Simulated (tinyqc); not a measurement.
Surface potential of a MOS transistor: implicit equation and explicit approximations: one step of the calculation.

p-type body, charge-sheet picture, depletion and inversion only, full ionisation (an idealisation for deep acceptors), Boltzmann statistics (rough once Na exp(x - xn) passes about Nc/7). In units of Vt: xg = (Vg - Vfb)/Vt, x = psi/Vt, G = gamma/sqrt(Vt), xn = (2 phiF + Vc)/Vt. The implicit equation is (xg - x)^2 = G^2 [x - 1 + exp(x - xn)] for x above about 3. Cox = eps0 eox/tox.

Task. Explicit approximation. Depletion value a = 1 + [sqrt(G^2/4 + xg - 1) - G/2]^2; inversion value b = xn + ln[(xg - xn)^2/G^2 - xn + 1] and first guess y = min(a, b) - ln(1 + exp(-|a - b|)) if a > xn + 1, else b = y = a; one second-order correction with D = exp(y - xn), p = 2 (xg - y) + G^2 (1 + D), w = (xg - y)^2 - G^2 (y - 1 + D): z = y + 2 w/(p + sqrt(p^2 - 2 (2 - G^2 D) w)), or the Newton step z = y + w/p where the root is not real.

G = 1.6800830
xn = 42.849736
xg = 45.025530

Find: a; b; y; p; w; z.

Result.

a = 35.200
b = 35.200
y = 35.200
p = 22.475
w = -0.0013444
z = 35.200

The root of the implicit equation is x = 35.2002; y misses it by 6.0e-5 and z by 0, in units of Vt.

Program tinyqc, `OMP_NUM_THREADS=1 python tinyqc.py 2122218 2122219 out.jsonl`; Intel Xeon 2.30GHz, shared host, one thread, about 0.01 s.
